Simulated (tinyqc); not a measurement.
Thermal stress, cracking, delamination and buckling of a thin film; Griffith cracks and misfitting inclusions: one step, computed by the program tinyqc. Command: `OMP_NUM_THREADS=1 python tinyqc.py 3012973 3012974 out.jsonl filmcrack walk`. One thread of a shared host (Intel(R) Xeon(R) Processor @ 2.30GHz), about 0.01 s of CPU time with the checks.

Isotropic linear elasticity; the substrate is much thicker than the film; stress is positive in tension.

Question. Elastic mismatch. Dundurs alpha = (Ebar - Ebar_s)/(Ebar + Ebar_s), with Ebar_s = E_s/(1 - nu_s^2). The channel-crack factor is taken as g = 1.258 (1 - alpha)^(-0.7), a rough interpolation chosen for the exercise (1.258 is the value for matched materials).

Inputs (values chosen for the exercise, modelled on an aluminium film on silicon):
```
quantity                       value  unit
deposition temperature T_d       700     K
final temperature T              300     K
substrate Young's modulus E_s    140   GPa
substrate Poisson ratio nu_s    0.26     -
```

Ebar = 79.60199 GPa

Give: Dundurs alpha; factor g.

Answer.

Dundurs alpha = -0.3071

factor g = 1.043

The stiffer substrate holds the crack faces and lowers the driving force.
